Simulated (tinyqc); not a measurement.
MOSFET with velocity saturation and source resistance: two steps of the calculation.

Strong inversion, charge Q = Cox (Vg - m V) at channel potential V with Vg the gate overdrive, and drift velocity v = mu E/(1 + mu E/vsat). Integrating along the channel gives I = mu Cox (1/L)(Vg Vd - m Vd^2/2)/(1 + Vd/Vc) per width, Vc = vsat L/mu, which peaks at Vdsat. Units: I in uA/um, Rs in ohm um, so the drop over Rs is 1e-6 I Rs volts.

Parameters, values chosen for the exercise:
- Cox = 1.68 uF/cm^2 (gate capacitance)
- mu0 = 310 cm^2/(V s) (mobility at low gate voltage)
- th = 0.1 1/V (mobility degradation)
- vsat = 9.7e6 cm/s (saturation velocity)
- m = 1.24 (body factor)
- VT = 0.43 V (threshold)
- L = 0.18 um (channel length)
- Rs = 50 ohm um (source resistance)
- Vgs = 2.5 V (gate voltage)

Problem 1. Saturation without source resistance. Vg = Vgs - VT (0 if negative), mu = mu0/(1 + th Vg), Vc = vsat L/mu, x = sqrt(1 + 2 Vg/(m Vc)), Vdsat = 2 Vg/(m (1 + x)), Isat = Cox vsat Vg (x - 1)/(x + 1) per width. Long-channel limit: mu Cox Vg^2/(2 m L); short-channel limit: Cox vsat Vg.

Wanted: Vg; mu; Vc; Vdsat; Isat; long-channel limit; short-channel limit.

Solution 1.

Vg = 2.0700 V
mu = 256.84 cm^2/(V s)
Vc = 0.67981 V
Vdsat = 0.97302 V
Isat = 1407.1 uA/um
long-channel limit = 4141.7 uA/um
short-channel limit = 3373.3 uA/um

Problem 2. Saturation current with source resistance. Vg = Vgs - I Rs - VT (0 if negative), mu = mu0/(1 + th Vg), Vc = vsat L/mu, x = sqrt(1 + 2 Vg/(m Vc)), Vdsat = 2 Vg/(m (1 + x)), Isat = Cox vsat Vg (x - 1)/(x + 1) per width. I(new) = Isat.

I after iteration 1 = 1407.0941 uA/um

Wanted: Vg; mu; Vc; Vdsat; Isat; I after iteration 2.

Solution 2.

Vg = 2.000 V
mu = 258.3 cm^2/(V s)
Vc = 0.6759 V
Vdsat = 0.9479 V
Isat = 1343 uA/um
I after iteration 2 = 1343 uA/um

Computed by the program tinyqc: `OMP_NUM_THREADS=1 python tinyqc.py 2500030 2500031 out.jsonl`, one thread of a shared Intel Xeon 2.30GHz, about 0.01 s for the whole run.
